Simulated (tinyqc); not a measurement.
Inside a calculation. Model: lateral field, substrate current, probability of reaching the oxide barrier and hot-carrier lifetime of a silicon transistor (pseudo-two-dimensional and lucky-electron models). Computed by tinyqc, a small Python program that keeps every step. Command: `OMP_NUM_THREADS=1 python tinyqc.py 3004653 3004654 out.jsonl hotcar walk`. One thread of a shared host (Intel(R) Xeon(R) Processor @ 2.30GHz), about 0.01 s of CPU time with the checks. Intermediate numbers are printed to about 6 digits and carried at full precision; extremes and crossings named in words are read from the listed rows.

Local-field models: a lucky carrier gains its energy at the peak field over a path free of collisions. Voltages are magnitudes.

Inputs (values chosen for the exercise, modelled on a silicon p-channel):
```
quantity                                value                      unit
channel length L                          660                        nm
oxide thickness t                          14                        nm
junction depth x_j                        210                        nm
mobility mu                               120                cm^2/(V s)
saturation velocity v_s                  0.69                  1e7 cm/s
threshold voltage V_T                    0.56                         V
gate voltage V_G                          6.1                         V
drain voltage V_D                          11                         V
ionisation prefactor A_i              6.9e+06                      1/cm
ionisation field B_i                     3.84                     MV/cm
hot-carrier mean free path lambda         4.5                        nm
oxide barrier phi_b                       4.6                        eV
interface-trap threshold phi_it           4.7                        eV
lifetime constant H                         5  s microampere/micrometre
length of the depleted extension L_n       65                        nm
```

Drain: lightly doped extension.

Constants: eps_0 = 8.8541878128e-12 F/m.

## Saturation point and current

C_ox = 3.9 eps_0/t; F_sat = 2 v_s/mu; V_Dsat = V_ov F_sat L/(V_ov + F_sat L), V_ov = V_G - V_T; I_D/W = C_ox v_s (V_ov - V_Dsat).

F_sat = 115 kV/cm

V_Dsat = 3.20248 V

drain current I_D/W = 397.822 microampere/micrometre

## Peak lateral field

Scale length l = 0.22 t^(1/3) x_j^(1/2) (all in cm); F_m = sqrt(((V_D - V_Dsat)/l_e)^2 + F_sat^2), with l_e = l + L_n; length of the velocity-saturated region l_e ln((V_D - V_Dsat)/(l_e F_sat) + F_m/F_sat).

scale length l = 112.782 nm

peak field F_m = 453.425 kV/cm

velocity-saturated length = 364.198 nm

energy gained over one free path, e lambda F_m = 0.204041 eV

The field rises from F_sat to F_m as cosh(x/l_e), a factor 3.9, over 55 % of L. Caution: the empirical formula for l was fitted to oxides of about 15 nm or more; for thinner ones it is an extrapolation.

## Hot-carrier currents and lifetime

Substrate current I_sub/I_D = (A_i/B_i)(V_D - V_Dsat) exp(-B_i/F_m); probability of reaching the oxide barrier exp(-phi_b/(e lambda F_m)); lifetime tau = (H/(I_D/W)) exp(phi_it/(e lambda F_m)).

I_sub/I_D = 0.00294093

substrate current I_sub/W = 1.16997 microampere/micrometre

probability of reaching phi_b = 1.61829e-10

lifetime tau = 1.26786e+08 s

exponent m = phi_it/(e lambda B_i) = 2.71991

Since both exponentials depend on 1/F_m, tau I_D scales about as (I_sub/I_D)^(-m) with m = 2.72, which lets I_sub serve as the monitor. The lifetime is 0.402 times ten years (3.156e8 s).

## Substrate current against gate voltage

The formulas are those given above.

At the given drain voltage:
```
V_G (V)  V_Dsat (V)  I_D/W (microampere/micrometre)  F_m (kV/cm)  I_sub/W (microampere/micrometre)      tau (s)
1.1         0.50413                            6.10      601.473                           0.19431  2.84947e+07
1.7         0.99113                           25.34      574.609                           0.57060  1.54611e+07
2.6         1.60785                           73.55      540.666                           1.02174  1.66719e+07
3.8         2.27069                          164.97      504.298                           1.27626  2.99356e+07
5.2         2.87961                          299.60      471.015                           1.25893  7.12242e+07
6.9         3.45446                          491.09      439.729                           1.07357  2.10456e+08
8.6         3.90426                          703.86      415.362                           0.86691  5.91552e+08
10.0        4.20726                          890.56      399.013                           0.71893  1.30999e+09
12.0        4.56277                         1170.44      379.908                           0.55188  3.71760e+09
```

I_sub peaks at V_G = 3.8 V, 0.35 V_D: a higher gate voltage brings more carriers but raises V_Dsat and so lowers F_m. The shortest lifetime among the rows lies at V_G = 1.7 V, below that of the largest I_sub, since tau depends more steeply on the field.

## Extrapolating accelerated tests

V_10 solves tau = 3.156e8 s at the given V_G. The extrapolation fits ln(tau) against 1/V_D at 1, 1.08, 1.16 and 1.25 times the given V_D (rounded to 3 digits) by least squares and reads off the same tau.

Stress points:
```
V_D (V)  1/V_D (1/V)      tau (s)
11.0       0.0909091  1.26786e+08
11.9       0.0840336  1.33368e+07
12.8       0.0781250  2.07596e+06
13.8       0.0724638  3.72373e+05
```

ten-year drain voltage V_10 = 10.6822 V

V_10 from the 1/V_D extrapolation = 10.6487 V

The extrapolation is 33 mV below the true value: ln(tau) is nearly linear in 1/(V_D - V_Dsat), not in 1/V_D, so the straight line errs on the safe side when one extrapolates down.

Checks made by the program: voltage drop as the integral of F_sat cosh(x/l_e) over the saturated length (relative difference below 1e-10).
